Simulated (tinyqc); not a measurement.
From lone donors to an impurity band: impurity band of shallow donors (Hubbard estimate).

Constants: e^2/(4 pi eps0) = 14.39964547 eV angstrom.

Parameters, chosen for this exercise (out of a larger set: near those of two donors in Si; not measured data): a = 19.4 angstrom (orbital radius); eps = 11.6 (dielectric constant); Ns = (0.028, 0.07, 0.17, 0.42, 0.98, 2.1, 4.2) x 1e18/cm^3 (donor densities).

Donors on a simple cubic lattice of spacing R = N^(-1/3) (1/angstrom^3 = 1e24/cm^3), Ha* = q/(eps a), q = e^2/(4 pi eps0), x = R/a. Hopping t = Ha* (1 + x) exp(-x), band width B = 12 t, on-site repulsion U = (5/8) Ha*; the gap closes near B/U = 1.15. Valley factors and disorder are left out.

Results:
```
N (1e18/cm^3)  R (angstrom)  N^(1/3) a   t (meV)   B (meV)       B/U
0.028                 329.3      0.059  4.88e-05  0.000586  1.46e-05
0.070                 242.6      0.080   0.00320    0.0384  0.000959
0.17                  180.5      0.107    0.0600     0.720    0.0180
0.42                  133.5      0.145     0.517      6.20     0.155
0.98                  100.7      0.193      2.21      26.5     0.663
2.1                    78.1      0.248      5.74      68.9      1.72
4.2                    62.0      0.313      11.0       132      3.30
```

How do the results move, and what explains it?

B/U passes 1.15 between 0.98 and 2.1 x 1e18/cm^3; the root is x = 4.52, N^(1/3) a = 0.221, N = 1.5 x 1e18/cm^3, below the 2.4 that the empirical rule N^(1/3) a = 0.26 gives; the estimate is rough, since random positions, the overlap of the orbitals and screening are left out. While N grows by 150 times, t grows by 2.25e+05 times.

Computed by tinyqc, a small Python program: `OMP_NUM_THREADS=1 python tinyqc.py 1281355 1281356 out.jsonl` (the numbers bound the seed that draws the inputs); one thread of a shared host (Intel(R) Xeon(R) Processor @ 2.30GHz), about 0.01 s for the whole set of steps.
